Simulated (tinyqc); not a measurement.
Smearing for a one-band metal on the simple cubic lattice: one step. Occupations and energies.

With x = (E_k - mu)/sigma: cold (Marzari-Vanderbilt) with y = x + 1/sqrt(2), f = erfc(y)/2 + exp(-y^2)/sqrt(2 pi), s = y exp(-y^2)/sqrt(2 pi). With weights w = points/N^d (d the dimension), mu solves 2 sum w f = ne; E = 2 sum w f E_k, S = 2 sum w s, F = E - sigma S.

Inputs chosen for the exercise: ne = 0.74 (electrons per cell); sigma = 0.685 eV (width).

Distinct levels:
```
E_k (eV)   points
-4.740000       1
-4.449787       6
-3.980213       6
-3.605724      12
-2.240000      24
-2.207809       8
0.054064       24
0.575724       12
3.765936       24
8.927809        8
```

Problem. Converge mu, then list x, f and s of each level and form the sums.

Give: mu; x, f and s of each level; E; S; F; (E + F)/2.

Solution.

mu = -1.9927 eV

x, f and s of each level:
```
E_k (eV)      x       f        s
-4.7400   -4.01  1.0000   0.0000
-4.4498   -3.59  1.0001  -0.0003
-3.9802   -2.90  1.0023  -0.0071
-3.6057   -2.35  1.0165  -0.0435
-2.2400   -0.36  0.6662   0.1225
-2.2078   -0.31  0.6310   0.1343
0.0541     2.99  0.0000   0.0000
0.5757     3.75  0.0000   0.0000
3.7659     8.41  0.0000   0.0000
8.9278    15.94  0.0000   0.0000
```

E = -2.3411 eV
S = 0.0552
F = -2.3789 eV
(E + F)/2 = -2.3600 eV

Levels with f between 0.001 and 0.999: 2. f leaves the range 0 to 1: it runs from 0.0000 to 1.0165. For this scheme F itself has no term in sigma^2, so F is the estimate of the energy at zero width. That argument needs a smooth density of states, and the number of distinct levels within 2 sigma of mu is only 2, so it may fail on this mesh.

(tinyqc, `OMP_NUM_THREADS=1 python tinyqc.py 1681196 1681197 out.jsonl`, Intel(R) Xeon(R) Processor @ 2.30GHz, 1 thread, shared host, about 0.3 s.)
